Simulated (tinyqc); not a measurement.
Solubility, supersaturation, precipitation and gettering of an impurity in a silicon-like host: one step, computed by the program tinyqc.

The wafer was saturated at T1 and is then held at T.

Task: Solubility, diffusivity, supersaturation. C_eq(T) = N0 exp(S/k_B - H/(k_B T)); D(T) = D0 exp(-Q/(k_B T)); C0 = C_eq(T1). Supersaturation s = C0/C_eq(T); critical radius r* = 2 gamma/(C_p k_B T ln s); barrier W* = (4 pi/3) gamma r*^2. Strain energy is left out.

Inputs (values chosen for the exercise, modelled on oxygen in silicon): site density N0 = 5e+22 1/cm^3; enthalpy of solution H = 1.51 eV; entropy of solution S = 0.63 k_B; diffusion prefactor D0 = 0.14 cm^2/s; migration energy Q = 2.46 eV; temperature of saturation T1 = 1475 K; anneal temperature T = 1212 K; impurity density in the precipitate C_p = 5.2e+22 1/cm^3; interface energy gamma = 0.67 J/m^2.

Constants: k_B = 8.617333262e-05 eV/K; k_B = 1.380649e-23 J/K.

Give: C0; C_eq(T); D(T); supersaturation s; critical radius r*; W*/(k_B T).

Result:

C0 = 6.504e+17 1/cm^3

C_eq(T) = 4.939e+16 1/cm^3

D(T) = 8.258e-12 cm^2/s

supersaturation s = 13.17

critical radius r* = 0.5974 nm

W*/(k_B T) = 59.85
